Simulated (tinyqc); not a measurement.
Thermal resistances of a two-die stack.

Inverse problem. Heat leaves through the lower die only, and the system is linear. Find the resistance R1 from the lower die to the coolant, R2 between the dies, and the rise of the upper die when both are powered.

Values chosen for this exercise: power of the lower die P1 = 11 W; power of the upper die P2 = 25 W.

rises of the lower and upper die with only the lower one powered (K): 6.71  6.71
rises of the lower and upper die with only the upper one powered (K): 15.25  19.5

Answer. With only the lower die powered no heat crosses R2, so both dies rise by P1 R1; the difference in the second test is P2 R2; rises add.

R1 = 0.610 K/W
R2 = 0.170 K/W
rise of the upper die = 26.2 K

Numbers from tinyqc (`OMP_NUM_THREADS=1 python tinyqc.py 2162022 2162023 out.jsonl`; about 0.03 s on one thread of a shared Intel Xeon 2.30GHz).
